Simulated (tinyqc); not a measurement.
Deal-Grove kinetics of thermal oxidation of silicon: one step, computed by the program tinyqc.

Oxidant diffuses through the oxide and reacts at the interface, so that dx/dt = B/(A + 2x) for the oxide thickness x.

Problem. Two steps, the one at T2 first. B = B0 p exp(-E_B/(k_B T)), B/A = (B/A)0 p^m exp(-E_A/(k_B T)), p in atm; A = B/(B/A). Temperatures in kelvin are T(C) + 273.15. tau = (x_i^2 + A x_i)/B and x = (A/2) [sqrt(1 + 4 B (t + tau)/A^2) - 1], the root of x^2 + A x = B (t + tau). First t2 at T2 from x_i, then t at T from the thickness reached.

Inputs (values chosen for the exercise, close to those used for silicon):
```
quantity                       value    unit
prefactor B0                     416  um^2/h
activation energy E_B           0.77      eV
prefactor (B/A)0            8.41e+07    um/h
activation energy E_A           2.06      eV
temperature T                    950       C
oxidant pressure p               0.1     atm
pressure exponent m of B/A         1       -
initial oxide x_i              0.025      um
time t                          0.51       h
temperature of step 2, T2        850       C
time of step 2, t2              0.23       h
```

Ambient: steam. Surface: (100). Extension: second step.

length A = 1.022161 um

parabolic constant B = 0.02795384 um^2/h

Constants: k_B = 8.617333262e-05 eV/K.

Give: thickness after t2 at T2; final thickness in this order.

Solution.

thickness after t2 at T2 = 0.02609 um

final thickness in this order = 0.03920 um
